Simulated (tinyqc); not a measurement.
Two coupled magnetic layers: synthetic antiferromagnet, spin flop, exchange bias and magnetoresistance: one step, computed by the program tinyqc. Command: `OMP_NUM_THREADS=1 python tinyqc.py 3020542 3020543 out.jsonl saf walk`. One thread of a shared host (Intel(R) Xeon(R) Processor @ 2.30GHz), about 0.3 s of CPU time with the checks.

Moments lie in the plane at the angles p1, p2 from the field. Energy per area: E = J1 cos(p1 - p2) + J2 cos^2(p1 - p2) - B M_s (t1 cos p1 + t2 cos p2) + K (t1 sin^2 p1 + t2 sin^2 p2).

Problem. Limit of the antiparallel state. With p1 = 0, p2 = 180 degrees and c2 = J1 - 2 J2 the Hessian is [[c2 + t1 (2K + b), -c2], [-c2, c2 + t2 (2K - b)]], b = B M_s; its determinant vanishes at the positive root of t1 t2 b^2 - c2 (t1 - t2) b - [2K c2 (t1 + t2) + 4 K^2 t1 t2] = 0.

Inputs (values chosen for the exercise, for a model stack):
```
quantity                       value    unit
saturation magnetisation M_s    1440    kA/m
thickness t1                     2.1      nm
thickness t2                     1.8      nm
antiferromagnetic coupling J1   0.14  mJ/m^2
biquadratic coupling J2        0.012  mJ/m^2
in-plane anisotropy K            1.4  kJ/m^3
```

Field direction: along the easy axis.

Give: stability limit B_sf of the antiparallel state.

Solution.

stability limit B_sf of the antiparallel state = 16.45 mT
